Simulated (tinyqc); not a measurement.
Floating body of a partially depleted SOI transistor: body voltage and kink: one step of the calculation.

Source at 0 V. Channel current Ic = 2 nf K Vt^2 [F(0) - F(Vd)](1 + la Vd), F(V) = ln^2(1 + exp((Vg - VT - nf V)/(2 nf Vt))), VT = VT0 - gb Vb. Saturation voltage Vs = 2 Vt sqrt(F(0)) + 3 Vt, excess Ve = (Vd - Vs + sqrt((Vd - Vs)^2 + 0.0004 V^2))/2, multiplication M1 = Ai Ve exp(-Bl/Ve). Each junction passes D(v) = J1 (exp(v/Vt) - 1) + J2 (exp(v/(2 Vt)) - 1). Bipolar current Ib = bb J1 (exp(Vb/Vt) - 1). The body settles where M1 (Ic + Ib) = D(Vb) + D(Vb - Vd) + Vb/Rb; drain current Id = (1 + M1)(Ic + Ib) - D(Vb - Vd).

Problem. Drain current with floating and with grounded body. Id and VT at the converged Vb, Id at Vb = 0, their ratio, and the bipolar share Ib/(Ic + Ib).

Values chosen for this exercise; values of the order met in partially depleted silicon-on-insulator transistors:

| symbol | value | unit | meaning |
|---|---|---|---|
| T | 358 | K | temperature |
| VT0 | 0.3 | V | threshold at zero body voltage |
| gb | 0.24 |  | fall of the threshold per volt of body voltage |
| nf | 1.28 |  | slope factor |
| K | 180 | uA/(V^2 um) | gain factor per width |
| la | 0.04 | 1/V | channel-length modulation factor |
| Ai | 2.5 | 1/V | impact-ionisation prefactor |
| Bl | 5.3 | V | impact-ionisation voltage |
| J1 | 3.6e-11 | uA/um | diffusion saturation current of each junction |
| J2 | 1.2e-8 | uA/um | recombination saturation current of each junction |
| bb | 1 |  | gain of the lateral bipolar transistor on the diffusion current |
| Rb | 1e9 | kohm um | resistance of a weak body tie to the source (1e9 stands for no tie, and the term is then dropped) |
| Vg | 0.28 | V | gate voltage |
| Vd | 1.4 | V | drain voltage |

Constants: q = 1.602176634e-19 C, kB = 1.380649e-23 J/K, Vt = kB T/q. Results are converted to the units shown.

converged Vb = 0.65479904 V

Wanted: VT; Id, floating; Id, grounded; ratio; bipolar share.

Solution.

VT = 0.1428 V
Id, floating = 1.789 uA/um
Id, grounded = 0.1604 uA/um
ratio = 11.15
bipolar share = 3.439 %

The body rises to 0.655 V and lowers the threshold by 157 mV.

Range of the model: The multiplication law is an empirical form chosen for the exercise; self-heating and capacitive coupling to the body are left out, and the linear laws are rough once Vb passes about 0.7 V or M1 about 0.1.

tinyqc, about 0.2 s, one thread, Intel Xeon 2.30GHz (shared host): `OMP_NUM_THREADS=1 python tinyqc.py 2182256 2182257 out.jsonl`
